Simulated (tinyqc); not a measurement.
Worked calculation (part 1 of 2): MP2 on RHF in the sto-3g basis, frozen core, for BeH2, spin multiplicity 1. Computed by tinyqc, a small Python program that keeps every step (integrals from PySCF). Settings: charge = 0, multiplicity = 1, basis = sto-3g, method = RHF, frozen orbitals = 1, energy threshold = 1e-10, iteration cap = 52, orthogonalisation = symmetric, start = Wolfsberg-Helmholz matrix, DIIS depth = 6. Command: `OMP_NUM_THREADS=1 python tinyqc.py 21278 21279 out.jsonl` (the two numbers bound the seeds that draw the settings). One thread of a shared host (Intel(R) Xeon(R) Processor @ 2.60GHz), about 0.1 s of CPU time with the checks. Later iterations appear only in the table of the cycle.

## One-electron integrals

Geometry (angstrom):

| atom | x | y | z |
|---|---|---|---|
| Be | 0.000000 | 0.000000 | 0.000000 |
| H | 0.000000 | 1.268000 | 0.081000 |
| H | 0.000000 | -1.268000 | 0.081000 |

Basis sto-3g: exponents (1/bohr^2) and contraction coefficients of normalised primitives:

| element | l (shell) | exponent | coefficient |
|---|---|---|---|
| Be | s (1) | 30.167871 | 0.154329 |
| Be | s (1) | 5.495115 | 0.535328 |
| Be | s (1) | 1.487193 | 0.444635 |
| Be | s (2) | 1.314833 | -0.099967 |
| Be | s (2) | 0.305539 | 0.399513 |
| Be | s (2) | 0.099371 | 0.700115 |
| Be | p (3) | 1.314833 | 0.155916 |
| Be | p (3) | 0.305539 | 0.607684 |
| Be | p (3) | 0.099371 | 0.391957 |
| H | s (1) | 3.425251 | 0.154329 |
| H | s (1) | 0.623914 | 0.535328 |
| H | s (1) | 0.168855 | 0.444635 |

Overlap, kinetic and nuclear-attraction integrals over the contracted functions; the nuclear repulsion is the sum of Za Zb / Rab.

nuclear repulsion = 3.54053237 hartree

overlap S, lower triangle:
```
           1Be 1s    1Be 2s   1Be 2px    1Be 2py   1Be 2pz     2H 1s     3H 1s
1Be 1s   1.000000
1Be 2s   0.259517  1.000000
1Be 2px  0.000000  0.000000  1.000000
1Be 2py  0.000000  0.000000  0.000000   1.000000
1Be 2pz  0.000000  0.000000  0.000000   0.000000  1.000000
2H 1s    0.081010  0.488278  0.000000   0.543309  0.034707  1.000000
3H 1s    0.081010  0.488278  0.000000  -0.543309  0.034707  0.046270  1.000000
```

kinetic energy T (hartree), lower triangle:
```
            1Be 1s    1Be 2s   1Be 2px    1Be 2py   1Be 2pz      2H 1s     3H 1s
1Be 1s    6.693975
1Be 2s   -0.033012  0.211111
1Be 2px   0.000000  0.000000  0.660592
1Be 2py   0.000000  0.000000  0.000000   0.660592
1Be 2pz   0.000000  0.000000  0.000000   0.000000  0.660592
2H 1s    -0.016673  0.080332  0.000000   0.217326  0.013883   0.760032
3H 1s    -0.016673  0.080332  0.000000  -0.217326  0.013883  -0.010438  0.760032
```

nuclear attraction V (hartree), lower triangle:
```
             1Be 1s     1Be 2s    1Be 2px    1Be 2py    1Be 2pz      2H 1s      3H 1s
1Be 1s   -15.394059
1Be 2s    -2.115413  -3.080641
1Be 2px    0.000000   0.000000  -2.979270
1Be 2py    0.000000   0.000000   0.000000  -3.227228
1Be 2pz   -0.002552  -0.019998   0.000000   0.000000  -2.980282
2H 1s     -0.661788  -1.488898   0.000000  -1.622140  -0.106262  -3.083708
3H 1s     -0.661788  -1.488898   0.000000   1.622140  -0.106262  -0.163857  -3.083708
```

core Hamiltonian H = T + V (hartree), lower triangle:
```
            1Be 1s     1Be 2s    1Be 2px    1Be 2py    1Be 2pz      2H 1s      3H 1s
1Be 1s   -8.700084
1Be 2s   -2.148425  -2.869530
1Be 2px   0.000000   0.000000  -2.318678
1Be 2py   0.000000   0.000000   0.000000  -2.566636
1Be 2pz  -0.002552  -0.019998   0.000000   0.000000  -2.319690
2H 1s    -0.678461  -1.408566   0.000000  -1.404814  -0.092379  -2.323676
3H 1s    -0.678461  -1.408566   0.000000   1.404814  -0.092379  -0.174295  -2.323676
```

## Two-electron integrals

Functions are numbered as in S; the eight-fold symmetry (ij|kl) = (ji|kl) = (kl|ij) leaves the list below.

Two-electron integrals (ij|kl) in chemists' order, unique and non-zero (hartree):
```
(11|11) 2.298831    (21|11) 0.392036    (21|21) 0.079539    (22|11) 0.570988
(22|21) 0.143041    (22|22) 0.417683    (31|31) 0.014607    (32|31) 0.021888
(32|32) 0.092265    (33|11) 0.569578    (33|21) 0.143083    (33|22) 0.417589
(33|33) 0.449859    (41|41) 0.014607    (42|41) 0.021888    (42|42) 0.092265
(43|43) 0.024249    (44|11) 0.569578    (44|21) 0.143083    (44|22) 0.417589
(44|33) 0.401360    (44|44) 0.449859    (51|51) 0.014607    (52|51) 0.021888
(52|52) 0.092265    (53|53) 0.024249    (54|54) 0.024249    (55|11) 0.569578
(55|21) 0.143083    (55|22) 0.417589    (55|33) 0.401360    (55|44) 0.401360
(55|55) 0.449859    (61|11) 0.121507    (61|21) 0.024612    (61|22) 0.044502
(61|33) 0.044173    (61|41) 0.002228    (61|42) 0.004120    (61|44) 0.045179
(61|51) 0.000142    (61|52) 0.000263    (61|54) 0.000064    (61|55) 0.044178
(61|61) 0.008004    (62|11) 0.247535    (62|21) 0.062666    (62|22) 0.193840
(62|33) 0.187068    (62|41) 0.008237    (62|42) 0.046660    (62|44) 0.207130
(62|51) 0.000526    (62|52) 0.002981    (62|54) 0.001282    (62|55) 0.187150
(62|61) 0.021375    (62|62) 0.125155    (63|31) 0.006317    (63|32) 0.028044
(63|43) 0.008499    (63|53) 0.000543    (63|63) 0.012913    (64|11) 0.249271
(64|21) 0.063969    (64|22) 0.207724    (64|33) 0.195504    (64|41) 0.013601
(64|42) 0.073352    (64|44) 0.231867    (64|51) 0.000465    (64|52) 0.002894
(64|54) 0.001780    (64|55) 0.195583    (64|61) 0.023027    (64|62) 0.153759
(64|64) 0.197404    (65|11) 0.015923    (65|21) 0.004086    (65|22) 0.013269
(65|33) 0.012489    (65|41) 0.000465    (65|42) 0.002894    (65|44) 0.013726
(65|51) 0.006346    (65|52) 0.028228    (65|54) 0.008578    (65|55) 0.013580
(65|61) 0.001471    (65|62) 0.009822    (65|64) 0.011785    (65|65) 0.013666
(66|11) 0.411317    (66|21) 0.106106    (66|22) 0.363259    (66|33) 0.337066
(66|41) 0.017920    (66|42) 0.124856    (66|44) 0.415003    (66|51) 0.001145
(66|52) 0.007976    (66|54) 0.004979    (66|55) 0.337384    (66|61) 0.037525
(66|62) 0.287270    (66|64) 0.377457    (66|65) 0.024112    (66|66) 0.774606
(71|11) 0.121507    (71|21) 0.024612    (71|22) 0.044502    (71|33) 0.044173
(71|41) -0.002228   (71|42) -0.004120   (71|44) 0.045179    (71|51) 0.000142
(71|52) 0.000263    (71|54) -0.000064   (71|55) 0.044178    (71|61) 0.007283
(71|62) 0.018047    (71|64) 0.017581    (71|65) 0.001246    (71|66) 0.029938
(71|71) 0.008004    (72|11) 0.247535    (72|21) 0.062666    (72|22) 0.193840
(72|33) 0.187068    (72|41) -0.008237   (72|42) -0.046660   (72|44) 0.207130
(72|51) 0.000526    (72|52) 0.002981    (72|54) -0.001282   (72|55) 0.187150
(72|61) 0.018047    (72|62) 0.070723    (72|64) 0.067666    (72|65) 0.005456
(72|66) 0.121798    (72|71) 0.021375    (72|72) 0.125155    (73|31) 0.006317
(73|32) 0.028044    (73|43) -0.008499   (73|53) 0.000543    (73|63) 0.006086
(73|73) 0.012913    (74|11) -0.249271   (74|21) -0.063969   (74|22) -0.207724
(74|33) -0.195504   (74|41) 0.013601    (74|42) 0.073352    (74|44) -0.231867
(74|51) -0.000465   (74|52) -0.002894   (74|54) 0.001780    (74|55) -0.195583
(74|61) -0.017581   (74|62) -0.067666   (74|64) -0.060753   (74|65) -0.005129
(74|66) -0.113072   (74|71) -0.023027   (74|72) -0.153759   (74|74) 0.197404
(75|11) 0.015923    (75|21) 0.004086    (75|22) 0.013269    (75|33) 0.012489
(75|41) -0.000465   (75|42) -0.002894   (75|44) 0.013726    (75|51) 0.006346
(75|52) 0.028228    (75|54) -0.008578   (75|55) 0.013580    (75|61) 0.001246
(75|62) 0.005456    (75|64) 0.005129    (75|65) 0.006497    (75|66) 0.009673
(75|71) 0.001471    (75|72) 0.009822    (75|74) -0.011785   (75|75) 0.013666
(76|11) 0.029701    (76|21) 0.007330    (76|22) 0.020475    (76|33) 0.020128
(76|44) 0.021138    (76|51) 0.000117    (76|52) 0.000543    (76|55) 0.020150
(76|61) 0.002293    (76|62) 0.009767    (76|64) 0.010645    (76|65) 0.000834
(76|66) 0.018834    (76|71) 0.002293    (76|72) 0.009767    (76|74) -0.010645
(76|75) 0.000834    (76|76) 0.001028    (77|11) 0.411317    (77|21) 0.106106
(77|22) 0.363259    (77|33) 0.337066    (77|41) -0.017920   (77|42) -0.124856
(77|44) 0.415003    (77|51) 0.001145    (77|52) 0.007976    (77|54) -0.004979
(77|55) 0.337384    (77|61) 0.029938    (77|62) 0.121798    (77|64) 0.113072
(77|65) 0.009673    (77|66) 0.208580    (77|71) 0.037525    (77|72) 0.287270
(77|74) -0.377457   (77|75) 0.024112    (77|76) 0.018834    (77|77) 0.774606
```

## Orthogonalisation

S = U s U^T; symmetric (Loewdin) form X = U s^(-1/2) U^T, so that X^T S X = 1.

eigenvalues of S: 0.208162  0.312716  0.927098  1.000000  1.004036  1.745568  1.802421

X, lower triangle:
```
            1Be 1s     1Be 2s   1Be 2px    1Be 2py    1Be 2pz      2H 1s     3H 1s
1Be 1s    1.028150
1Be 2s   -0.152350   1.302558
1Be 2px   0.000000   0.000000  1.000000
1Be 2py   0.000000   0.000000  0.000000   1.452747
1Be 2pz  -0.001169   0.019311  0.000000   0.000000   1.001351
2H 1s     0.014934  -0.349519  0.000000  -0.507085  -0.024533   1.366764
3H 1s     0.014934  -0.349519  0.000000   0.507085  -0.024533  -0.129169  1.366764
```

## Starting guess

The start is the generalised Wolfsberg-Helmholz matrix (K = 1.75) built on H; D = 2 C_occ C_occ^T.

D at the start, lower triangle:
```
            1Be 1s    1Be 2s   1Be 2px    1Be 2py   1Be 2pz     2H 1s     3H 1s
1Be 1s    2.057446
1Be 2s   -0.144382  0.614504
1Be 2px   0.000000  0.000000  0.000000
1Be 2py   0.000000  0.000000  0.000000   0.675172
1Be 2pz  -0.017667  0.040717  0.000000   0.000000  0.002730
2H 1s    -0.215559  0.426487  0.000000   0.400791  0.028721  0.540488
3H 1s    -0.215559  0.426487  0.000000  -0.400791  0.028721  0.064657  0.540488
```

## Iteration 1: building the Fock matrix

J_ij = sum D_kl (ij|kl), K_ij = sum D_kl (ik|jl); F = H + J - 0.5 K; E = tr D H + tr D J / 2 - 0.25 tr D K + E_nn.

Coulomb J (hartree), lower triangle:
```
           1Be 1s    1Be 2s   1Be 2px    1Be 2py   1Be 2pz     2H 1s     3H 1s
1Be 1s   6.520936
1Be 2s   1.272873  2.695396
1Be 2px  0.000000  0.000000  2.622115
1Be 2py  0.000000  0.000000  0.000000   2.831034
1Be 2pz  0.004769  0.028173  0.000000   0.000000  2.622982
2H 1s    0.397378  1.301702  0.000000   1.425108  0.096060  2.569390
3H 1s    0.397378  1.301702  0.000000  -1.425108  0.096060  0.138280  2.569390
```

exchange K (hartree), lower triangle:
```
            1Be 1s    1Be 2s   1Be 2px    1Be 2py   1Be 2pz     2H 1s     3H 1s
1Be 1s    4.625692
1Be 2s    0.824881  0.937784
1Be 2px   0.000000  0.000000  0.167696
1Be 2py   0.000000  0.000000  0.000000   1.075093
1Be 2pz  -0.001742  0.056759  0.000000   0.000000  0.171639
2H 1s     0.258230  0.672995  0.000000   0.726430  0.050091  1.174588
3H 1s     0.258230  0.672995  0.000000  -0.726430  0.050091  0.063370  1.174588
```

Fock matrix F (hartree), lower triangle:
```
            1Be 1s     1Be 2s   1Be 2px    1Be 2py    1Be 2pz      2H 1s      3H 1s
1Be 1s   -4.491994
1Be 2s   -1.287992  -0.643026
1Be 2px   0.000000   0.000000  0.219589
1Be 2py   0.000000   0.000000  0.000000  -0.273149
1Be 2pz   0.003088  -0.020205  0.000000   0.000000   0.217473
2H 1s    -0.410199  -0.443362  0.000000  -0.342921  -0.021365  -0.341581
3H 1s    -0.410199  -0.443362  0.000000   0.342921  -0.021365  -0.067700  -0.341581
```

total energy of this density = -15.55071212 hartree

## Iteration 1: diagonalisation and new density

Diagonalise F' = X^T F X, C = X C', fill 3 alpha and 3 beta electrons from the bottom; D = 2 C_occ C_occ^T. Each column has its largest component positive (the first on a tie).

F' = X^T F X (hartree), lower triangle:
```
           1          2         3          4          5          6         7
1  -4.381235
2  -0.686973  -0.064418
3   0.000000   0.000000  0.219589
4   0.000000   0.000000  0.000000   0.293150
5   0.004293   0.005025  0.000000   0.000000   0.219485
6  -0.079017  -0.355232  0.000000  -0.512618  -0.026076   0.133506
7  -0.079017  -0.355232  0.000000   0.512618  -0.026076  -0.153639  0.133506
```

orbital energies (hartree): MO1 -4.495871, MO2 -0.465428, MO3 -0.434809, MO4 0.217389, MO5 0.219589, MO6 0.497611, MO7 1.015105

coefficients C:
```
               MO1        MO2        MO3        MO4       MO5        MO6        MO7
1Be 1s    0.991208  -0.229623   0.000000   0.029419  0.000000  -0.211342   0.000000
1Be 2s    0.034223   0.538262   0.000000  -0.132069  0.000000   1.286945   0.000000
1Be 2px   0.000000   0.000000   0.000000   0.000000  1.000000   0.000000   0.000000
1Be 2py   0.000000   0.000000   0.516984   0.000000  0.000000   0.000000   1.535407
1Be 2pz  -0.000312   0.023036   0.000000   0.992014  0.000000   0.140211   0.000000
2H 1s    -0.003337   0.397860   0.391693   0.049170  0.000000  -0.853281  -1.105721
3H 1s    -0.003337   0.397860  -0.391693   0.049170  0.000000  -0.853281   1.105721
```

D after iteration 1, lower triangle:
```
            1Be 1s    1Be 2s   1Be 2px    1Be 2py   1Be 2pz     2H 1s     3H 1s
1Be 1s    2.070440
1Be 2s   -0.179351  0.581795
1Be 2px   0.000000  0.000000  0.000000
1Be 2py   0.000000  0.000000  0.000000   0.534545
1Be 2pz  -0.011198  0.024778  0.000000   0.000000  0.001062
2H 1s    -0.189331  0.428078  0.000000   0.404998  0.018332  0.623455
3H 1s    -0.189331  0.428078  0.000000  -0.404998  0.018332  0.009761  0.623455
```

## Iteration 6 (converged): orbitals

converged F (hartree), lower triangle:
```
            1Be 1s     1Be 2s   1Be 2px    1Be 2py    1Be 2pz      2H 1s      3H 1s
1Be 1s   -4.514188
1Be 2s   -1.288119  -0.645890
1Be 2px   0.000000   0.000000  0.210154
1Be 2py   0.000000   0.000000  0.000000  -0.264765
1Be 2pz   0.001371  -0.016460  0.000000   0.000000   0.208778
2H 1s    -0.412836  -0.444938  0.000000  -0.342138  -0.017863  -0.344469
3H 1s    -0.412836  -0.444938  0.000000   0.342138  -0.017863  -0.066386  -0.344469
```

As before.

F' = X^T F X (hartree), lower triangle:
```
           1          2         3          4          5          6         7
1  -4.404866
2  -0.681453  -0.067716
3   0.000000   0.000000  0.210154
4   0.000000   0.000000  0.000000   0.306377
5   0.002223   0.007547  0.000000   0.000000   0.210570
6  -0.082486  -0.355612  0.000000  -0.513502  -0.022848   0.129327
7  -0.082486  -0.355612  0.000000   0.513502  -0.022848  -0.150349  0.129327
```

orbital energies (hartree): MO1 -4.517671, MO2 -0.468090, MO3 -0.433298, MO4 0.208417, MO5 0.210154, MO6 0.494311, MO7 1.019351

coefficients C:
```
               MO1        MO2        MO3        MO4       MO5        MO6        MO7
1Be 1s    0.991746  -0.229596   0.000000   0.025886  0.000000  -0.209301   0.000000
1Be 2s    0.031552   0.541973   0.000000  -0.120368  0.000000   1.286603   0.000000
1Be 2px   0.000000   0.000000   0.000000   0.000000  1.000000   0.000000   0.000000
1Be 2py   0.000000   0.000000   0.506039   0.000000  0.000000   0.000000   1.539049
1Be 2pz  -0.000054   0.015536   0.000000   0.992964  0.000000   0.134401   0.000000
2H 1s    -0.002104   0.395690   0.399556   0.047322  0.000000  -0.854398  -1.102904
3H 1s    -0.002104   0.395690  -0.399556   0.047322  0.000000  -0.854398   1.102904
```

D after iteration 6, lower triangle:
```
            1Be 1s    1Be 2s   1Be 2px    1Be 2py   1Be 2pz      2H 1s     3H 1s
1Be 1s    2.072548
1Be 2s   -0.186287  0.589461
1Be 2px   0.000000  0.000000  0.000000
1Be 2py   0.000000  0.000000  0.000000   0.512151
1Be 2pz  -0.007241  0.016837  0.000000   0.000000  0.000483
2H 1s    -0.185872  0.428774  0.000000   0.404382  0.012295   0.632439
3H 1s    -0.185872  0.428774  0.000000  -0.404382  0.012295  -0.006140  0.632439
```

## Convergence

Stop when the energy changes by less than 1e-10 hartree and every element of the error matrix X^T (F D S - S D F) X is below 3e-06.

Course of the cycle:

| iteration | E (hartree) | change | largest element of the error matrix |
|---|---|---|---|
| 1 | -15.55071212 | - | 1.22e-01 |
| 2 | -15.56027977 | -9.57e-03 | 1.20e-02 |
| 3 | -15.56048347 | -2.04e-04 | 1.14e-03 |
| 4 | -15.56048914 | -5.67e-06 | 1.10e-04 |
| 5 | -15.56048918 | -3.86e-08 | 4.22e-06 |
| 6 | -15.56048918 | -6.74e-11 | 1.08e-07 |

PySCF RHF in the same basis = -15.56048918 hartree

Converged in 6 iterations.

## Populations, bond orders and dipole

Mulliken: Z minus the diagonal of D S on the atom; Loewdin: the same with S^(1/2) D S^(1/2); Mayer order: 2 sum_s sum (D(s) S)_ij (D(s) S)_ji over the two atoms.

Charges (e):

| atom | Mulliken | Loewdin |
|---|---|---|
| 1Be | 0.093179 | 0.072430 |
| 2H | -0.046589 | -0.036215 |
| 3H | -0.046589 | -0.036215 |

Mayer bond orders:

| pair | order |
|---|---|
| 2-1 | 0.997826 |
| 3-1 | 0.997826 |
| 3-2 | 3.43e-06 |

dipole moment about the origin, x y z (debye): 0.000000  0.000000  -0.294246

## Integrals over molecular orbitals

(pq|rs) = sum C_ip C_jq C_kr C_ls (ij|kl), one index at a time.

one-electron integrals over orbitals h = C^T H C (hartree), lower triangle:
```
           1          2          3          4          5          6          7
1  -8.688348
2   0.231755  -2.513925
3   0.000000   0.000000  -2.479690
4  -0.028401  -0.000049   0.000000  -2.316312
5   0.000000   0.000000   0.000000   0.000000  -2.318678
6   0.185659  -0.149134   0.000000  -0.028651   0.000000  -1.919089
7   0.000000   0.000000  -0.264253   0.000000   0.000000   0.000000  -1.770266
```

Two-electron integrals over orbitals (pq|rs), unique and non-zero (hartree); the lowest 1 orbital is frozen and left out:
```
(22|22) 0.405778    (32|32) 0.165381    (33|22) 0.419009    (33|33) 0.441930
(42|22) 0.006737    (42|33) 0.006026    (42|42) 0.050049    (43|32) 0.005991
(43|43) 0.015615    (44|22) 0.372908    (44|33) 0.361774    (44|42) -0.013221
(44|44) 0.451250    (52|52) 0.050153    (53|53) 0.015263    (54|52) -0.004922
(54|54) 0.024699    (55|22) 0.373749    (55|33) 0.362090    (55|42) -0.003544
(55|44) 0.401174    (55|55) 0.449859    (62|22) -0.027258   (62|33) -0.049930
(62|42) -0.001124   (62|44) 0.046211    (62|55) 0.047615    (62|62) 0.076427
(63|32) -0.095692   (63|43) -0.004883   (63|63) 0.082851    (64|22) 0.002805
(64|33) -0.000798   (64|42) 0.045615    (64|44) -0.004083   (64|55) 0.002689
(64|62) 0.010524    (64|64) 0.049103    (65|52) 0.047351    (65|54) -0.003523
(65|65) 0.050718    (66|22) 0.403649    (66|33) 0.414020    (66|42) 0.014554
(66|44) 0.368940    (66|55) 0.371203    (66|62) -0.036039   (66|64) 0.009458
(66|66) 0.419462    (72|32) -0.046061   (72|43) -0.006296   (72|63) 0.060795
(72|72) 0.056477    (73|22) -0.008699   (73|33) -0.023320   (73|42) -0.009288
(73|44) 0.055704    (73|55) 0.055474    (73|62) 0.070951    (73|64) 0.003039
(73|66) -0.029434   (73|73) 0.081267    (74|32) -0.015846   (74|43) 0.013361
(74|63) 0.009135    (74|72) 0.002174    (74|74) 0.018104    (75|53) 0.013835
(75|75) 0.016341    (76|32) 0.142361    (76|43) 0.006931    (76|63) -0.096153
(76|72) -0.058159   (76|74) -0.013615   (76|76) 0.140106    (77|22) 0.435450
(77|33) 0.454749    (77|42) 0.001080    (77|44) 0.395013    (77|55) 0.394325
(77|62) -0.042216   (77|64) -0.004434   (77|66) 0.441914    (77|73) -0.016011
(77|77) 0.497548
```
